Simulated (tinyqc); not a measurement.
# Inputs raised by 5 %, one at a time

Model: anisotropic wet etching of Si(100): plane rates, V-grooves, membranes and undercut. Computed by tinyqc, a small Python program. Command: `OMP_NUM_THREADS=1 python tinyqc.py 3029988 3029989 out.jsonl wetetch sens`. One thread of a shared host (Intel(R) Xeon(R) Processor @ 2.30GHz), about 0.01 s of CPU time with the checks.

A long slot opens the mask on a (100) wafer. The floor etches at R100; (111) walls stand at theta = arctan(sqrt2) = 54.7356 degrees to the surface and recede at R111 along their normal.

Inputs (values chosen for the exercise, close to those used for potassium hydroxide solutions):
```
quantity                                                                    value     unit
prefactor k0 of the (100) rate                                            3.4e+08   um/min
activation energy of (100), E                                                 0.6       eV
ratio (100)/(111) at 80 C                                                     290        -
extra energy of (111), dE                                                    0.06       eV
ratio (100)/oxide at 80 C                                                     230        -
extra energy of the oxide, dE_ox                                             0.26       eV
corner undercut rate over (100) rate, c                                       2.6        -
bath temperature T                                                             45        C
width w (mask opening along <110>, or membrane width in the design step)      4.4       um
misalignment of the mask                                                      0.2  degrees
etch time t                                                                   390      min
wafer thickness d                                                             525       um
membrane thickness wanted                                                      17       um
```

Constants: k_B = 8.617333262e-05 eV/K.

Method:
- R100 = k0 exp(-E/(k_B T)); a ratio given at 80 C scales as exp[(extra energy/k_B)(1/T - 1/353.15 K)]; R111 and R_ox follow by division.
- Temperatures in kelvin are T(C) + 273.15.
- A misaligned edge exposes ledges and adds R100 sin(misalignment) to the lateral rate (a simple estimate): u = R111/sin(theta) + R100 sin(misalignment). Top width W = w + 2 u t; floor width b = W - 2 z/tan(theta) = W - sqrt2 z. The floor lasts until b = 0, at t_V = w/(sqrt2 R100 - 2u); depth z = R100 t before t_V and W/sqrt2 after.
- Etch depth d - membrane, time = depth/R100; for a membrane as wide as w the opening must be w + sqrt2 depth - 2 u time; oxide mask consumed R_ox x time; a 1 K error changes the depth by the fraction E/(k_B T^2); a convex mask corner, such as that of a mesa, would retreat by c x depth.

Runs:
```
input moved                                                                         from         to  depth z (um)  time t_V to close the V (min)  oxide consumed (nm)  opening needed (um)
base run                                                                               -          -        3.5156                         29.529               862.87               715.82
prefactor k0 of the (100) rate (um/min)                                        340000000  357000000        3.5359                         28.123               862.87               715.82
activation energy of (100), E (eV)                                                   0.6       0.63        3.2466                         88.200               862.87               715.82
ratio (100)/(111) at 80 C                                                            290      304.5        3.5061                         29.522               862.87               715.98
width w (mask opening along <110>, or membrane width in the design step) (um)        4.4       4.62        3.6712                         31.005               862.87               716.04
etch time t (min)                                                                    390      409.5        3.5359                         29.529               862.87               715.82
misalignment of the mask (degrees)                                                   0.2       0.21        3.5259                         29.536               862.87               715.64
ratio (100)/oxide at 80 C                                                            230      241.5        3.5156                         29.529               821.78               715.82
```

Exponents ln(y'/y) / ln(x'/x):
```
input                                                                     depth z  time t_V to close the V  oxide consumed  opening needed
prefactor k0 of the (100) rate                                              0.118                   -1.000               0           0.000
activation energy of (100), E                                              -1.631                   22.428               0           0.000
ratio (100)/(111) at 80 C                                                  -0.055                   -0.005               0           0.005
width w (mask opening along <110>, or membrane width in the design step)    0.887                    1.000               0           0.006
etch time t                                                                 0.118                    0.000               0           0.000
misalignment of the mask                                                    0.060                    0.005               0          -0.005
ratio (100)/oxide at 80 C                                                   0.000                    0.000              -1           0.000
```

Which inputs matter most for each result?

Among the inputs moved here: depth z answers most in size to activation energy of (100), E (exponent -1.631), next to width w (mask opening along <110>, or membrane width in the design step) (+0.887); its exponent is below 0.0005 for ratio (100)/oxide at 80 C. time t_V to close the V answers most in size to activation energy of (100), E (exponent +22.428), next to prefactor k0 of the (100) rate (-1.000); its exponent is below 0.0005 for etch time t, ratio (100)/oxide at 80 C. Its exponent +1.000 in width w (mask opening along <110>, or membrane width in the design step): the floor shrinks at a constant rate. Oxide consumed answers most in size to ratio (100)/oxide at 80 C (exponent -1.000); its exponent is below 0.0005 for prefactor k0 of the (100) rate, activation energy of (100), E, ratio (100)/(111) at 80 C, width w (mask opening along <110>, or membrane width in the design step), etch time t, misalignment of the mask. Its exponent 0.000 in prefactor k0 of the (100) rate: rate and time cancel at fixed selectivity. Opening needed answers most in size to width w (mask opening along <110>, or membrane width in the design step) (exponent +0.006), next to ratio (100)/(111) at 80 C (+0.005); its exponent is below 0.0005 for prefactor k0 of the (100) rate, activation energy of (100), E, etch time t, ratio (100)/oxide at 80 C.

Caution (all rows): the remaining silicon is too narrow for its thickness to act as a membrane. Caution (all rows): rates also depend on concentration, doping, additives and stirring, all held fixed here.
